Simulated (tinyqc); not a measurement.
From results back to parameters: one-oscillator model of a band gap. Two cases, with inputs chosen for the exercise.

Problem. A gap follows E(T) = E0 - s1 t1/(exp(t1/T) - 1) with the zero-point term ZP = s1 t1/2, which scales as M^(-1/2). The shift of E0 on going from M to M + dM and the limiting slope at high T are given.

Find: sqrt(M/(M + dM)); ZP; t1.

Method. The shift is ZP (1 - sqrt(M/(M + dM))); then t1 = 2 ZP/s1.

Case 1.

Values chosen (out of a larger set: near those of GaAs; not measured data): M = 72.33 u (mean atomic mass); dM = 4.48 u (change of the mean mass (not bounded by the natural isotopes)).

shift of E0 = 1.539621 meV
limiting slope s1 = 0.475 meV/K

Solution.

sqrt(M/(M + dM)) = 0.970399
ZP = 52.01 meV
t1 = 219 K

Case 2.

Values chosen (out of a larger set: near those of GaP; not measured data): M = 50.32 u (mean atomic mass); dM = -1.55 u (change of the mean mass (not bounded by the natural isotopes)).

shift of E0 = -1.248031 meV
limiting slope s1 = 0.467 meV/K

Solution.

sqrt(M/(M + dM)) = 1.015767
ZP = 79.16 meV
t1 = 339 K

Computed by tinyqc, one run a case: `OMP_NUM_THREADS=1 python tinyqc.py N N+1 out.jsonl` with N = 1880440, 1880444; one thread of a shared Intel(R) Xeon(R) Processor @ 2.30GHz, about 0.01 s a run at most.
